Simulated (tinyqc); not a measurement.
Worked calculation: Wannier function of the lower band of a two-orbital chain. Values are carried at full precision from step to step, so a last printed digit may differ when a step is redone from the rounded ones.

H(k) = [[-d/2 - 2 ta cos k, -t1 - t2 exp(-ik)], [-t1 - t2 exp(ik), d/2 - 2 tb cos k]], k in 1/a, Bloch sums with exp(ikR) and without the positions inside the cell. Mesh k_j = 2 pi j/N. Projection gauge: each lower eigenvector u is multiplied by the phase that makes <trial|u> real and positive (the one-band case of Loewdin orthogonalisation). Wannier amplitudes w(R) = (1/N) sum_k exp(ikR) u(k); hoppings H(R) = (1/N) sum_k exp(-ikR) E(k).

Inputs chosen for the exercise:
```
symbol  value  unit      meaning
d       0.24   eV        A at -d/2, B at +d/2
t1      1.97   eV        A-B in the cell
t2      1.77   eV        B to A of the next cell
ta      0.02   eV        A-A between cells
tb      0.31   eV        B-B between cells
N       4                k points
th      20     degrees   trial orbital cos(th) A + sin(th) B in cell 0
xb      0.42   a         position of B (A at 0)
a       4.8    angstrom  period
kq      1.69   1/a       point off the mesh
```

## Bloch states in the projection gauge

Diagonalise at each mesh point and fix the phase.

Mesh:
```
j  E lower (eV)  E upper (eV)               u_A               u_B  |<trial|u>|
0       -4.0739        3.4139           0.69087           0.72298       0.8965
1       -2.6511        2.6511  0.71091-0.13130i  0.58926+0.36074i       0.8696
2       -0.1262        0.7862           0.97436           0.22498       0.9925
3       -2.6511        2.6511  0.71091+0.13130i  0.58926-0.36074i       0.8696
```

The projection is smallest at j = 1 and 3 (0.8696); the gauge is smooth as long as it stays away from zero.

## The Wannier function

w(R) = (1/N) sum_j exp(2 pi i j R/N) u_j, for the N cells nearest the origin; it is real.

Amplitudes:
```
R      on A     on B
-1  -0.1365   0.3049
0    0.7718   0.5316
1   -0.0052  -0.0559
2    0.0609  -0.0576
```

norm = 1.0000

Cell 0 holds 87.8 % of the weight.

## Centre and spread in real space

Point-like orbitals at R (A) and R + xb (B): centre <x>, spread <x^2> - <x>^2.

centre in units of a = 0.066
centre in angstrom = 0.317
spread = 3.133 angstrom^2

## The same from overlaps (Marzari-Vanderbilt)

b = 2 pi/N; M_j = u_j^+ diag(1, exp(-i b xb)) u_(j+1), with u_N = u_0. Centre = -(1/2 pi) sum arg M_j; gauge-invariant part Omega_I = (1/(N b^2)) sum (1 - |M_j|^2); gauge-dependent part Omega_D = (1/(N b^2)) sum (arg M_j + b centre)^2.

Overlaps:
```
j   |M_j|  arg M_j (rad)
0  0.9983        -0.1465
1  0.7479        -0.0233
2  0.7479        -0.0233
3  0.9983        -0.1465
```

centre from overlaps = 0.054 a
Omega_I = 0.0900 a^2
Omega_D = 0.0015 a^2

The centre is the Berry phase over 2 pi and does not depend on the trial orbital (modulo a). Omega_D is 1.7 % of the total; in one dimension a gauge that spreads the phase evenly removes it. The total is 0.0915 a^2, against 0.2663 a^2 (centre 0.040 a) in real space on 96 cells.

## Hoppings and interpolation

H(R) = (1/N) sum_j E_j cos(2 pi j R/N) for R = 0 to N/2. Interpolation: E(k) = H(0) + 2 sum H(R) cos(kR), the term R = N/2 of an even mesh counted once.

H(0), H(1), ... (eV): -2.3755  -0.9869  0.2755

interpolated E(kq) = -2.4085 eV

The exact value is -2.4524 eV; the interpolation is off by +43.9 meV. Though the chain has short hoppings, the single band has longer ones, made by paths through the other orbital, which the tails of the Wannier function carry.

## Checks

- Centre from overlaps against the real-space centre on 200 points: 0.04009 against 0.04008.
- Omega_I + Omega_D against the real-space spread on 200 points: both 0.266.

tinyqc: `OMP_NUM_THREADS=1 python tinyqc.py 1481618 1481619 out.jsonl`; about 0.1 s, one thread, shared Intel(R) Xeon(R) Processor @ 2.30GHz.
